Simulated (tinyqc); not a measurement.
Length of a polyene: Hueckel, PPP and singles CI along the polyenes. Computed by the program tinyqc. Hueckel uses the same beta without repulsion; CIS keeps all single excitations and so misses the low, doubly excited 2Ag state. W is the valence ionisation energy of a centre, MN the Mataga-Nishimoto formula, f the oscillator strength.

All-trans chains of carbon centres 1.40 angstrom apart:
```
parameter                               value
beta (eV), times 1 +/- alternation  -2.600000
alternation                          0.050000
W (eV)                              11.160000
gamma_rr (eV)                       10.360000
repulsion formula                        Ohno
```

Gaps and excitations (eV):
```
centres  Hueckel gap  PPP orbital gap  bright singlet (CIS)      f  lowest triplet (CIS)
2              5.460           12.759                 6.990  0.599                 3.930
4              3.523           10.008                 5.409  1.128                 2.730
6              2.640            8.614                 4.498  1.592                 2.156
8              2.140            7.781                 3.913  2.008                 1.844
10             1.820            7.233                 3.510  2.384                 1.656
12             1.598            6.851                 3.220  2.730                 1.534
14             1.436            6.573                 3.003  3.055                 1.452
```

What does the comparison show, and why?

The Hueckel gap tends to 4 x alternation x |beta| = 0.52 eV for long chains. Exchange opens the PPP orbital gap, and the attraction of electron and hole brings the bright state 3.57 eV below it at 14 centres; the triplet lies 1.55 eV lower still.
